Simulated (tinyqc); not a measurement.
Inside a calculation. Method: UHF in the 6-31g basis, for H2, spin multiplicity 3. One step of it, computed by the program tinyqc.

Problem. Iteration 2: diagonalisation and new density. Diagonalise F' = X^T F X, C = X C', fill 2 alpha and 0 beta electrons from the bottom; D(s) = C_occ C_occ^T. Each column has its largest component positive (the first on a tie).

F(alpha) (hartree), lower triangle:
```
           1H 1s      1H 2s      2H 1s      2H 2s
1H 1s  -0.211290
1H 2s  -0.598635  -0.436316
2H 1s  -0.221307  -0.344130  -0.211290
2H 2s  -0.344130  -0.364787  -0.598635  -0.436316
```

F(beta) (hartree), lower triangle:
```
           1H 1s      1H 2s      2H 1s     2H 2s
1H 1s   0.508454
1H 2s  -0.049653   0.074141
2H 1s  -0.102941  -0.083095   0.508454
2H 2s  -0.083095  -0.017633  -0.049653  0.074141
```

X, lower triangle:
```
           1H 1s      1H 2s      2H 1s     2H 2s
1H 1s   1.253536
1H 2s  -0.501024   1.514315
2H 1s   0.014747   0.023147   1.253536
2H 2s   0.023147  -0.497792  -0.501024  1.514315
```

Give: F' = X^T F X; orbital energies; coefficients C; F' = X^T F X; orbital energies; coefficients C; D(alpha) after iteration 2; D(beta) after iteration 2.

Solution.

F' = X^T F X (alpha) (hartree), lower triangle:
```
         1        2        3       4
1   0.2951
2  -0.7074   0.1197
3  -0.0311  -0.0720   0.2951
4  -0.0720  -0.1303  -0.7074  0.1197
```

orbital energies (alpha) (hartree): MO1 -0.6647, MO2 -0.3484, MO3 0.9181, MO4 0.9246

coefficients C (alpha):
```
          MO1      MO2      MO3      MO4
1H 1s  0.3177   0.3307   0.9042  -0.8918
1H 2s  0.3334   0.7816  -0.7209   1.2453
2H 1s  0.3177  -0.3307   0.9042   0.8918
2H 2s  0.3334  -0.7816  -0.7209  -1.2453
```

F' = X^T F X (beta) (hartree), lower triangle:
```
         1        2        3       4
1   0.8731
2  -0.4380   0.3745
3  -0.0470  -0.0367   0.8731
4  -0.0367  -0.0945  -0.4380  0.3745
```

orbital energies (beta) (hartree): MO1 0.0054, MO2 0.2342, MO3 1.1007, MO4 1.1548

coefficients C (beta):
```
          MO1      MO2      MO3      MO4
1H 1s  0.1565   0.1224   0.9455  -0.9432
1H 2s  0.4530   1.0409  -0.6524   1.0384
2H 1s  0.1565  -0.1224   0.9455   0.9432
2H 2s  0.4530  -1.0409  -0.6524  -1.0384
```

D(alpha) after iteration 2, lower triangle:
```
         1H 1s    1H 2s   2H 1s   2H 2s
1H 1s   0.2103
1H 2s   0.3644   0.7221
2H 1s  -0.0085  -0.1526  0.2103
2H 2s  -0.1526  -0.4998  0.3644  0.7221
```

D(beta) after iteration 2, lower triangle:
```
        1H 1s   1H 2s   2H 1s   2H 2s
1H 1s  0.0000
1H 2s  0.0000  0.0000
2H 1s  0.0000  0.0000  0.0000
2H 2s  0.0000  0.0000  0.0000  0.0000
```
